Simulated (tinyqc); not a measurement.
# Surface potential of a MOS transistor: implicit equation and explicit approximations: effects of single changes

p-type body, charge-sheet picture, depletion and inversion only, full ionisation (an idealisation for deep acceptors), Boltzmann statistics (rough once Na exp(x - xn) passes about Nc/7). In units of Vt: xg = (Vg - Vfb)/Vt, x = psi/Vt, G = gamma/sqrt(Vt), xn = (2 phiF + Vc)/Vt. The implicit equation is (xg - x)^2 = G^2 [x - 1 + exp(x - xn)] for x above about 3. Cox = eps0 eox/tox.

Values chosen for this exercise; band and dielectric values close to those of silicon:
```
symbol,value,unit,meaning
T,250,K,temperature
Eg,1.14,eV,band gap
eps_r,11.8,,relative permittivity
Nc,2.15e19,cm^-3,conduction-band density of states at T
Nv,2.03e19,cm^-3,valence-band density of states at T
eox,3.9,,relative permittivity of the gate insulator (close to silicon dioxide)
tox,4,nm,insulator thickness
Na,1.5e17,cm^-3,acceptor density
Vfb,-0.57,V,flat-band voltage
Vc,0,V,channel-body voltage
Vg,0.27,V,gate-body voltage
```

Constants: q = 1.602176634e-19 C, kB = 1.380649e-23 J/K, Vt = kB T/q, eps0 = 8.8541878128e-14 F/cm where lengths are in cm. Results are converted to the units shown.

Each table varies one quantity; the others keep the values above.

## Accuracy of the approximations against gate voltage

ni = sqrt(Nc Nv) exp(-Eg/(2 Vt)), Eg in volts; phiF = Vt ln(Na/ni); gamma = sqrt(2 q eps0 eps_r Na)/Cox; VT = Vfb + Vt (xn + G sqrt(xn - 1)). Depletion value a = 1 + [sqrt(G^2/4 + xg - 1) - G/2]^2; inversion value b = xn + ln[(xg - xn)^2/G^2 - xn + 1] and first guess y = min(a, b) - ln(1 + exp(-|a - b|)) if a > xn + 1, else b = y = a; one second-order correction with D = exp(y - xn), p = 2 (xg - y) + G^2 (1 + D), w = (xg - y)^2 - G^2 (y - 1 + D): z = y + 2 w/(p + sqrt(p^2 - 2 (2 - G^2 D) w)), or the Newton step z = y + w/p where the root is not real. N_inv = (Cox Vt G/q) [sqrt(x - 1 + exp(x - xn)) - sqrt(x - 1)] at the root. Lambert form (Cox m Vt/q) W0[(G/(2 m sqrt(xn - 1))) exp((Vg - VT)/(m Vt))], m = 1 + G/(2 sqrt(xn - 1)). Errors under 1e-4 mV, and the linear form below VT, are printed as 0.

Results:
```
Vg (V)  psi (V)    x - xn  error of y (mV)  error of z (mV)  N_inv (cm^-2)  Cox (Vg - VT)/q (cm^-2)  Lambert form (cm^-2)
0.2     0.57660   -16.279                0                0         1721.9                        0                1062.5
0.6     0.92150  -0.26937             1.97         -2.47e-4      1.2076e10                        0             1.2090e10
0.8      1.0088    3.7847             15.5            -3.34      5.5622e11                1.0542e12             5.7931e11
1        1.0352    5.0102             10.4           -0.618      1.4731e12                2.1318e12             1.5289e12
1.2      1.0508    5.7319             7.99           -0.249      2.4563e12                3.2095e12             2.5396e12
1.4      1.0620    6.2531             6.63           -0.133      3.4657e12                4.2871e12             3.5723e12
1.6      1.0709    6.6638             5.72          -0.0823      4.4896e12                5.3647e12             4.6161e12
1.8      1.0782    7.0035             5.06          -0.0554      5.5228e12                6.4424e12             5.6667e12
```

Estimate the missing row, Vg = 0.4 V.

Computed row:
```
Vg (V)  psi (V)   x - xn  error of y (mV)  error of z (mV)  N_inv (cm^-2)  Cox (Vg - VT)/q (cm^-2)  Lambert form (cm^-2)
0.4     0.74865  -8.2928          7.12e-4                0       4.4228e6                        0              3.7521e6
```

With this row back in the table: psi rises from 0.577 to 1.08 V and ends 7.0 Vt above 2 phiF + Vc. Among the rows the first guess is off by at most 15 mV (at Vg = 0.8 V) and the corrected value by at most 3.3 mV. In the last row the linear form is 17 % above N_inv and the Lambert form 2.6 % above it; in the first row the Lambert form is 38 % below it. For Vg = 0.8, 1, 1.2, 1.4, 1.6, 1.8 the electron quasi-Fermi level lies less than 2 Vt below the band edge at the surface, or above it, where degeneracy and confinement, left out, matter.

## Effect of the acceptor density at fixed gate voltage

Same model as above.

Vfb is held fixed.

Results:
```
Na (cm^-3)  psi (V)  x - xn  error of y (mV)  error of z (mV)  N_inv (cm^-2)  Cox (Vg - VT)/q (cm^-2)  Lambert form (cm^-2)
5e15         0.7970  0.7561             1.19                0        6.557e9                 9.670e10               6.714e9
1.1e16       0.7787  -1.674            0.157                0        8.781e8                        0               8.586e8
2.4e16       0.7513  -4.505           0.0136                0        7.795e7                        0               7.269e7
1.1e17       0.6621  -11.69                0                0        1.350e5                        0               1.033e5
2.5e17       0.5878  -16.78                0                0           1333                        0                 767.6
5.5e17       0.4972  -22.56                0                0          6.640                        0                 2.109
```

Estimate the missing row, Na = 5.2e16 cm^-3.

Computed row:
```
Na (cm^-3)  psi (V)  x - xn  error of y (mV)  error of z (mV)  N_inv (cm^-2)  Cox (Vg - VT)/q (cm^-2)  Lambert form (cm^-2)
5.2e16       0.7129  -7.833          7.19e-4                0        4.230e6                        0               3.671e6
```

With this row back in the table: As Na goes from 5e15 to 5.5e17, psi falls from 0.797 to 0.497 V, x - xn falls from 0.756 to -22.6 and N_inv falls from 6.56e9 to 6.64 cm^-2. The Lambert form lies between 0.318 and 1.02 times N_inv.

Computed by the program tinyqc: `OMP_NUM_THREADS=1 python tinyqc.py 2122134 2122135 out.jsonl`, one thread of a shared Intel Xeon 2.30GHz, about 0.01 s for the whole run.
